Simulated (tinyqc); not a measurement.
Changing the misalignment of the mask: anisotropic wet etching of Si(100): plane rates, V-grooves, membranes and undercut. Computed by tinyqc, a small Python program. Command: `OMP_NUM_THREADS=1 python tinyqc.py 3023807 3023808 out.jsonl wetetch sweep`. One thread of a shared host (Intel(R) Xeon(R) Processor @ 2.30GHz), about 0.01 s of CPU time with the checks.

A long slot opens the mask on a (100) wafer. The floor etches at R100; (111) walls stand at theta = arctan(sqrt2) = 54.7356 degrees to the surface and recede at R111 along their normal.

Inputs (values chosen for the exercise, close to those used for tetramethylammonium hydroxide solutions): prefactor k0 of the (100) rate = 6e+08 um/min; activation energy of (100), E = 0.624 eV; ratio (100)/(111) at 80 C = 13; extra energy of (111), dE = 0.13 eV; ratio (100)/oxide at 80 C = 3600; extra energy of the oxide, dE_ox = 0.21 eV; corner undercut rate over (100) rate, c = 1.9; bath temperature T = 40 C; width w (mask opening along <110>, or membrane width in the design step) = 44 um; etch time t = 66 min; wafer thickness d = 300 um; membrane thickness wanted = 5.2 um.

Constants: k_B = 8.617333262e-05 eV/K.

Method:
- R100 = k0 exp(-E/(k_B T)); a ratio given at 80 C scales as exp[(extra energy/k_B)(1/T - 1/353.15 K)]; R111 and R_ox follow by division.
- Temperatures in kelvin are T(C) + 273.15.
- A misaligned edge exposes ledges and adds R100 sin(misalignment) to the lateral rate (a simple estimate): u = R111/sin(theta) + R100 sin(misalignment). Top width W = w + 2 u t; floor width b = W - 2 z/tan(theta) = W - sqrt2 z. The floor lasts until b = 0, at t_V = w/(sqrt2 R100 - 2u); depth z = R100 t before t_V and W/sqrt2 after.
- Etch depth d - membrane, time = depth/R100; for a membrane as wide as w the opening must be w + sqrt2 depth - 2 u time; oxide mask consumed R_ox x time; a 1 K error changes the depth by the fraction E/(k_B T^2); a convex mask corner, such as that of a mesa, would retreat by c x depth.

One run for each value:
```
misalignment of the mask (degrees)  lateral rate u (um/min)  top width W (um)  opening needed (um)
0.0                                                0.002970             44.39                428.7
0.1                                                0.003065             44.40                427.7
0.2                                                0.003160             44.42                426.7
0.5                                                0.003445             44.45                423.6
1.0                                                0.003919             44.52                418.4
1.5                                                0.004394             44.58                413.3
2.0                                                0.004868             44.64                408.1
3.0                                                0.005817             44.77                397.9
5.0                                                0.007711             45.02                377.3
```

What does the table show, and why?

Over the rows, lateral rate u (um/min) rises from 0.00297 to 0.00771; top width W (um) rises from 44.39 to 45.02; opening needed (um) falls from 429 to 377. Misalignment matters once sin(angle) reaches R111/(R100 sin theta), so a high anisotropy demands tight alignment.

Caution (all rows): rates also depend on concentration, doping, additives and stirring, all held fixed here.
